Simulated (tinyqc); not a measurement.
Comparisons within one model: ionisation potential and affinity of a slab from the planar-averaged potential. A value that a table varies takes the place of the one given here.

A model of the planar-averaged electrostatic energy of an electron in a periodic cell of N1 periods of A (L1 = N1 n1 h) and N2 periods of vacuum (L2 = N2 n2 h), on z_j = j h: V(z) = f VA + (1 - f) VB + F t(z), VA = V1[0] + V1[1] cos(2 pi z/(n1 h)) + V1[2] cos(4 pi z/(n1 h)), VB the same with V2, n2 and z - L1. f = [tanh(z/w) - tanh((z - L1)/w) + tanh((z - L1 - L2)/w)]/2 + 1/2; t(z) = z - L1/2 in A and (L1/L2)(L1 + L2/2 - z) beyond, so that the cell is periodic.

Running mean over n points, periodic: for odd n the plain mean of the n points centred on j; for even n the n + 1 points with half weight at both ends. The macroscopic average applies the mean over n1 points and then over n2 points.

Parameters, chosen for this exercise (gap near that of GaN; not measured data): h = 0.25 angstrom (grid step); n1 = 6 (grid points per period of A); n2 = 5 (grid points per period of the vacuum filter); V1 = (-5.49, 1.37, 0.71) eV (mean and two harmonics of the potential in A); V2 = (0, 0, 0) eV (the same in vacuum); w = 0.38 angstrom (width of the interfaces); N1 = 5 (periods of A); N2 = 5 (periods of vacuum); F = 0 eV/angstrom (slope in A from opposite charges on the two interfaces).

## How thick the regions must be

N1 = N2 = N, no slope (F = 0); dV is read at j = floor(N n1/2) and N n1 + floor(N n2/2). The exact value is V2[0] - V1[0].

Results:

| N | L1 (angstrom) | dV (eV) | error (meV) |
|---|---|---|---|
| 1 | 1.50 | 2.2895 | -3200.50 |
| 2 | 3.00 | 5.0945 | -395.55 |
| 3 | 4.50 | 5.4671 | -22.87 |
| 4 | 6.00 | 5.4894 | -0.63 |
| 5 | 7.50 | 5.4900 | -0.03 |
| 6 | 9.00 | 5.4900 | 0.00 |

What can be read from the table?

The error is below 10 meV from N = 4 on. The two windows together span 2.75 angstrom and must fit between the interface tails, which fall as exp(-2 z/w); the errors at N = 2, 3 and 4 are -395.55, -22.87 and -0.63 meV.

## The choice of windows

dV read at j = 15 and 42 after means over the numbers of points listed; ripple is the spread over the five points around each.

Results:

| windows | dV (eV) | ripple in A (meV) | ripple in vacuum (meV) |
|---|---|---|---|
| none | 6.150 | 1370 | 0 |
| 6 only | 5.490 | 0 | 0 |
| 5 only | 5.906 | 624 | 0 |
| 7 only | 5.193 | 446 | 0 |
| 7, 6 | 5.490 | 0 | 1 |
| 6, 5 | 5.490 | 0 | 0 |

Which rows can be used, and how does a wrong window show?

The last row matches both periods and lies 0 meV from the value of a thick cell, V2[0] - V1[0] = 5.490 eV. Against it the raw potential errs by +0.66 eV. Within 20 meV of it lie: 6 only and 7, 6. A window one point too long leaves a ripple of 446 meV in A, against 0 meV in the last row: the ripple is the sign to look for. Rows to use, with under 30 meV of ripple in both regions once the tilt is taken off: 6 only, 7, 6 and 6, 5. A row with a large ripple can hit the right value only by chance.

tinyqc: `OMP_NUM_THREADS=1 python tinyqc.py 1850052 1850053 out.jsonl`; about 0.01 s, one thread, shared Intel(R) Xeon(R) Processor @ 2.30GHz.
